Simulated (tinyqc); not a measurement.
Resonant-tunnelling diode, transfer matrices and Tsu-Esaki current: resonance against bias.

Emitter (band edge 0), barrier d1, well Lw, barrier d2, collector (edge -V). The bias drops linearly over these layers and none in the contacts; each layer is cut into ns equal slices, flat at the value of their centres. E is the energy of motion across the layers, C = hbar^2/(2 m0), psi and psi'/m are continuous. Transport is coherent, T(E) is taken as independent of the transverse momentum, and charge in the well is ignored.

For the pair (psi, psi'/m) a flat layer has M = [[cos kd, (m/k) sin kd], [-(k/m) sin kd, cos kd]] with k = sqrt(m (E - U)/C) above its edge U, and M = [[cosh Kd, (m/K) sinh Kd], [(K/m) sinh Kd, cosh Kd]] with K = sqrt(m (U - E)/C) below it. Later slices stand to the left. With M acting on (psi, psi'/m) and v = k/m in each lead, T(E) = 4 vL vR/[(vL vR M12 - M21)^2 + (vR M11 + vL M22)^2]. J = J0 times the integral over E > 0 of T(E) N(E), N = ln[(1 + exp((Ef - E)/Vt))/(1 + exp((Ef - V - E)/Vt))], J0 = q^2 mw m0 kB T/(2 pi^2 hbar^3) (times 1e-4 for A/cm^2 per eV). The integral is converged to the digits shown. The resonance is the first maximum of T(E) for E > 0, G its full width at half maximum. For a sharp resonance J = J0 (pi G/2) Tp N(Er), with Er the peak energy, Tp the peak transmission and G the full width at half maximum (in eV).

Values chosen for this exercise; masses and offsets of a made-up heterostructure:
- T = 300 K (temperature)
- mw = 0.084 m0 (mass in the well, spacer and contacts)
- U1 = 0.3 eV (barrier height)
- m1 = 0.11 m0 (barrier mass)
- d1 = 1.5 nm (emitter barrier)
- Lw = 5.1 nm (well width)
- d2 = 2.2 nm (collector barrier)
- ns = 3 (slices in each layer)
- Ef = 0.031 eV (Fermi energy of both contacts above their band edges)

Constants: q = 1.602176634e-19 C, kB = 1.380649e-23 J/K, hbar = 1.054571817e-34 J s, m0 = 9.1093837015e-31 kg, Vt = kB T/q, hbar^2/(2 m0) = 0.0380998212 eV nm^2. Results are converted to the units shown.

Resonance against bias:
```
V (V)   Er (eV)      Tp  G (meV)  J (kA/cm^2)  one-resonance J (kA/cm^2)
0.015   0.06163  0.7968    8.076        36.29                      38.65
0.034   0.05268  0.8797    7.665        87.34                      92.86
0.052   0.04413  0.9443    7.299        141.0                      149.8
0.071   0.03504  0.9892    6.932        201.3                      213.7
0.089   0.02636  0.9985    6.589        256.4                      272.2
0.108   0.01713  0.9527    6.207        298.6                      317.0
0.127  0.007893  0.7944    5.723        288.0                      305.9
```

Er falls from 0.0616 to 0.00789 eV, by 0.480 eV a volt, against the share 0.460 of the bias at the centre of the well. Tp goes from 0.797 through a maximum of 0.998 (at V = 0.089 V among the rows listed) to 0.794: the bias lowers the thicker collector barrier towards a match with the emitter barrier. The one-resonance current is 6.5 % above the full integral in the first row and 6.2 % above it in the last.

Program tinyqc, `OMP_NUM_THREADS=1 python tinyqc.py 2600003 2600004 out.jsonl`; Intel Xeon 2.30GHz, shared host, one thread, about 0.2 s.
